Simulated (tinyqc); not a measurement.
Inside a calculation. Model: Raman shift of the zone-centre optical phonon of a diamond-structure crystal under stress. Computed by tinyqc, a small Python program that keeps every step. Command: `OMP_NUM_THREADS=1 python tinyqc.py 3009304 3009305 out.jsonl ramanstress walk`. One thread of a shared host (Intel(R) Xeon(R) Processor @ 2.30GHz), about 0.01 s of CPU time with the checks. Intermediate numbers are printed to about 5 digits and carried at full precision; extremes and crossings named in words are read from the listed rows.

Axes x, y, z are the cube axes. Strain shifts the threefold optical mode and can split it; p, q and r are the phonon deformation potentials.

Inputs (values chosen for the exercise, modelled on silicon):
```
quantity                             value      unit
unstrained frequency omega_0         521.5      1/cm
p/omega_0^2                          -1.79         -
q/omega_0^2                          -2.23         -
r/omega_0^2                         -0.675         -
C11                                  168.1       GPa
C12                                  63.79       GPa
C44                                  79.54       GPa
stress sigma (tension positive)      -0.87       GPa
polarisation angle phi                  75    degree
temperature coefficient d omega/dT  -0.023  1/(cm K)
local temperature T                    360         K
laser wavelength                     457.9        nm
```

Stress state: uniaxial. Axis: [210].

Constants: h = 6.62607015e-34 J s; c = 299792458 m/s; k_B = 1.380649e-23 J/K.

## Compliances

S11 = (C11 + C12)/D, S12 = -C12/D, D = (C11 - C12)(C11 + 2 C12), S44 = 1/C44.

S11 = 7.5186 1/TPa

S12 = -2.0683 1/TPa

S44 = 12.572 1/TPa

## Stress and strain tensors

Uniaxial stress along the unit vector n of the axis: sigma_ij = sigma n_i n_j. eps_xx = S11 sigma_xx + S12 (sigma_yy + sigma_zz), and cyclic; eps_xy = S44 sigma_xy/2 (tensor strain).

stress (GPa):
```
        x       y      z
x  -0.696  -0.348  0.000
y  -0.348  -0.174  0.000
z   0.000   0.000  0.000
```

strain (per mille):
```
         x        y       z
x  -4.8730  -2.1876  0.0000
y  -2.1876   0.1313  0.0000
z   0.0000   0.0000  1.7994
```

volume strain = -2.9424 per mille

## Secular matrix and shifts

Secular matrix: M_xx = p eps_xx + q (eps_yy + eps_zz), M_xy = 2 r eps_xy; its eigenvalues are omega^2 - omega_0^2, and the shifts are these over 2 omega_0.

M/(2 omega_0) (1/cm):
```
        x       y       z
x  1.1518  0.7701  0.0000
y  0.7701  1.7260  0.0000
z  0.0000  0.0000  1.9174
```

shifts, in rising order (1/cm): 0.6171  1.9174  2.2607

All three modes are split. Compression hardens every mode.

## Mean shift and Grueneisen parameter

gamma = -(p + 2q)/(6 omega_0^2); the mean of the three shifts is -gamma omega_0 x (volume strain).

mode Grueneisen parameter gamma = 1.0417

mean shift = 1.5984 1/cm

## The line seen from a (001) surface

Backscattering from a (001) surface: incident polarisation (cos phi, sin phi, 0). With Raman tensors (R_z)_xy = (R_z)_yx = 1 and cyclic, only the z component u_z of a mode counts: I = u_z^2 sin^2(2 phi) for parallel and u_z^2 cos^2(2 phi) for crossed polarisers. An unresolved line sits at the intensity-weighted shift, which is M_zz/(2 omega_0).

total intensity, parallel = 0.25

total intensity, crossed = 0.75

shift of the observed line = 1.9174 1/cm

shift per stress = -2.2039 1/(cm GPa)

stress per shift = -453.75 MPa cm

The z-polarised mode is an eigenmode here, so one line is seen.

## The same stress in different states

Uniaxial: sigma n n^T; biaxial: sigma (1 - n n^T); hydrostatic: sigma 1. The line seen from (001) is taken as unresolved, at the intensity-weighted shift M_zz/(2 omega_0).

Shifts (1/cm):
```
state                  lowest  middle  highest  line seen from (001)
uniaxial [100]         0.9604  1.9174   1.9174                1.9174
uniaxial [110]         0.4763  1.9174   2.4015                1.9174
uniaxial [001]         0.9604  1.9174   1.9174                0.9604
uniaxial [111]         0.9567  0.9567   2.8818                1.5984
biaxial, normal [001]  2.8778  2.8778   3.8347                3.8347
biaxial, normal [111]  1.9133  3.8385   3.8385                3.1968
hydrostatic            4.7951  4.7951   4.7951                4.7951
```

Seen from (001), uniaxial stress along [100] and along [110] give the same shift (1.917), and equal biaxial stress in the plane gives twice as much (3.835), since only sigma_xx + sigma_yy and sigma_zz enter M_zz. Stress along [001] gives 0.960. One measured shift therefore fixes the stress only once its state is assumed: read as uniaxial in the plane, a shift implies twice the stress that it does read as biaxial.

## Heating mistaken for stress

A temperature above 300 K shifts the line by (d omega/dT)(T - 300 K); divided by the shift per stress it poses as a stress; the total shift adds it to the shift of the observed line. The anti-Stokes to Stokes ratio is [(omega_L + omega_0)/(omega_L - omega_0)]^3 exp(-h c omega_0/(k_B T)) in photon counts, omega_L = 1/wavelength, resonance effects left out.

thermal shift = -1.38 1/cm

apparent stress from heating = 0.62618 GPa

total shift = 0.53735 1/cm

anti-Stokes/Stokes ratio = 0.14357

Heating poses as tension, 72 % of the true stress in size; the intensity ratio gives T apart from the shift.

Checks made by the program: mean of the eigenvalues against the trace rule (relative difference below 1e-10); weighted mean of the modes against M_zz (relative difference below 1e-10).
